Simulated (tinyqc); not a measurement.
Tunnel coupling from the slope of the charge transition.

Problem. In a double dot with one electron the occupation changes at zero detuning with the slope tanh(tc/kB T)/(4 tc). Find kB T, tc and 2 tc/h.

Parameters, values chosen for the exercise:
```
symbol,value,unit,meaning
T,0.29,K,electron temperature
```

Constants: q = 1.602176634e-19 C, kB = 1.380649e-23 J/K, h = 6.62607015e-34 J s, Vt = kB T/q. Results are converted to the units shown.

dP_R/d(ep) at ep = 0 = 0.0045832089 1/ueV

Answer. The slope falls steadily with tc from 1/(4 kB T), so there is one root.

kB T = 25.0 ueV
tc = 53.0 ueV
2 tc/h = 25.6 GHz

Computed by the program tinyqc: `OMP_NUM_THREADS=1 python tinyqc.py 2470115 2470116 out.jsonl`, one thread of a shared Intel Xeon 2.30GHz, about 0.01 s for the whole run.
